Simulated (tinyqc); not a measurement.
# Switching kinetics of a ferroelectric film and the memory window of a ferroelectric gate stack, step by step

A worked calculation. Computed by tinyqc, a small Python program that keeps every step. Command: `OMP_NUM_THREADS=1 python tinyqc.py 3012559 3012560 out.jsonl feswitch walk`. One thread of a shared host (Intel(R) Xeon(R) Processor @ 2.30GHz), about 0.01 s of CPU time with the checks. Intermediate numbers are printed to about 6 digits and carried at full precision; extremes and crossings named in words are read from the listed rows.

Fields in MV/cm; 1 microcoulomb/cm^2 over eps_0 is 11.29409 MV/cm. In the stack (metal, ferroelectric, interlayer, channel) the channel is taken as a conductor.

Inputs (values chosen for the exercise, for a model hafnia-based film): saturation polarisation P_s = 38 microcoulomb/cm^2; ratio P_r/P_s = 0.74; coercive field E_c = 0.7 MV/cm; permittivity of the ferroelectric eps_F = 20; thickness t_F = 14 nm; permittivity of the interlayer eps_I = 5.5; interlayer thickness t_I = 0.78 nm; share s of P screened by trapped charge = 0.82; pulse height V = 5.6 V; time constant t_inf = 1.5e-09 s; activation field E_a = 3.5 MV/cm; Merz exponent alpha = 1; dimension n = 2; half width w of log10 t = 0.7; pulse length t_p = 1.7e-08 s; breakdown field of the interlayer = 13 MV/cm.

Kinetics: nucleation-limited (NLS).

## The hysteresis loop

Saturated branches: P(E) = P_s tanh[(E -/+ E_c)/(2 delta)], delta = E_c/ln[(1 + P_r/P_s)/(1 - P_r/P_s)]; D = P + eps_0 eps_F E.

delta = 0.368235 MV/cm

P on both branches (microcoulomb/cm^2) at E/E_c = -3, -2, -1, -0.5, 0, 0.5, 1, 1.5, 2, 3:
```
E (MV/cm)  rising branch  falling branch
-2.10           -37.9621        -36.3401
-1.40           -37.7473        -28.1200
-0.70           -36.3401          0.0000
-0.35           -33.8499         16.8121
0.00            -28.1200         28.1200
0.35            -16.8121         33.8499
0.70              0.0000         36.3401
1.05             16.8121         37.3497
1.40             28.1200         37.7473
2.10             36.3401         37.9621
```

peak differential permittivity eps_F + P_s/(2 delta eps_0) = 602.746

## Memory window

At threshold the channel charge is negligible, so D = 0 on each branch: (1 - s) P(E) + eps_0 eps_F E = 0, with the screened share s. The rising branch has the root E0 between 0 and E_c; window = 2 E0 t_F; its upper bound is 2 E_c t_F.

field E0 = 0.587171 MV/cm

memory window = 1.64408 V

bound 2 E_c t_F = 1.96 V

fixed-charge estimate 2 (1 - s) P_r t_F/(eps_0 eps_F) = 8.00326 V

Charge and coercive field both limit the window.

## Fields in the stack

Series stack: V = E_F t_F + E_I t_I and eps_I E_I = eps_F E_F + (1 - s) P/eps_0. Before switching P = -P_r, after it P = +P_s; in retention V = 0 and P = +P_r.

E_F before switching = 3.80766 MV/cm

E_F after switching = 2.67542 MV/cm

E_I after switching = 23.7745 MV/cm

depolarising field in retention = 0.481529 MV/cm

depolarising field over E_c = 0.687899

The interlayer field exceeds its breakdown field. Caution: the interlayer field exceeds its breakdown field, so charge injection would change the fields.

## Switched share after the pulse

Merz's law: t1 = t_inf exp[(E_a/E)^alpha] at the mean of the fields before and after switching. NLS: switched share = integral of [1 - exp(-(t/tau)^n)] F(z) dz over z = log10 tau, with the Lorentzian F = (1/pi) w/[(z - log10 t1)^2 + w^2].

mean field = 3.24154 MV/cm

switching time t1 = 4.41584e-09 s

switched share = 0.741517

t_p is 3.8 t1. A field higher by 10 % would shorten t1 by a factor 1.1. The step approximation 1/2 + arctan[log10(t_p/t1)/w]/pi gives 0.722.

## KAI against NLS in time

KAI: 1 - exp[-(t/t1)^n]. NLS: the same kernel averaged over the Lorentzian F = (1/pi) w/[(z - log10 t1)^2 + w^2] in z = log10 tau.

Switched share:
```
log10(t/t1)      KAI       NLS
-3.0         0.00000  0.076787
-2.0         0.00010  0.116300
-1.0         0.00995  0.225422
-0.5         0.09516  0.354645
-0.2         0.32841  0.466188
0.0          0.63212  0.547349
0.2          0.91888  0.624784
0.5          0.99995  0.719945
1.0          1.00000  0.817180
2.0          1.00000  0.897374
3.0          1.00000  0.929384
```

KAI goes from 10 to 90 % within 0.67 decades of time; a Lorentzian of this width needs about 2 w tan(0.4 pi) = 4.3 decades. Three decades after t1, 7.1 % of the NLS film has not switched, and three decades before it 7.7 % already has: the tails set write margins and disturb errors.

## Interlayer thickness

Series stack: V = E_F t_F + E_I t_I and eps_I E_I = eps_F E_F + (1 - s) P/eps_0. E_I is for P = +P_s at the pulse height, the depolarising field for P = +P_r at V = 0; V needed puts E_F = 1.5 E_c after switching.

Stack against t_I:
```
t_I (nm)  E_F after (MV/cm)  E_I (MV/cm)  depolarising field / E_c  V needed (V)
0.3                 3.43162      26.5244                   0.29518       2.00592
0.5                 3.09626      25.3049                   0.46934       2.36320
0.8                 2.64730      23.6723                   0.70250       2.89911
1.2                 2.13166      21.7972                   0.97029       3.61367
1.6                 1.69172      20.1975                   1.19877       4.32823
2.0                 1.31194      18.8164                   1.39600       5.04278
3.0                 0.55653      16.0695                   1.78831       6.82918
```

Each nanometre of interlayer costs 1.79 V, against 0.10 V for a nanometre of ferroelectric. The depolarising field grows from 0.30 to 1.79 E_c. At E_F = 1.5 E_c the interlayer carries (1.5 eps_F E_c + (1 - s) P_s/eps_0)/eps_I = 17.9 MV/cm whatever its thickness, above its breakdown field of 13 MV/cm, so the voltages in the last column could not be applied without breakdown. Caution: rows with E_I above the breakdown field of the interlayer cannot be reached without charge injection. Caution: where E_F after switching is below E_c the switching stalls before P_s, and where the depolarising field exceeds E_c the state switches back, so those rows describe states that are not held.

Checks made by the program: the remanence (relative difference below 1e-10).
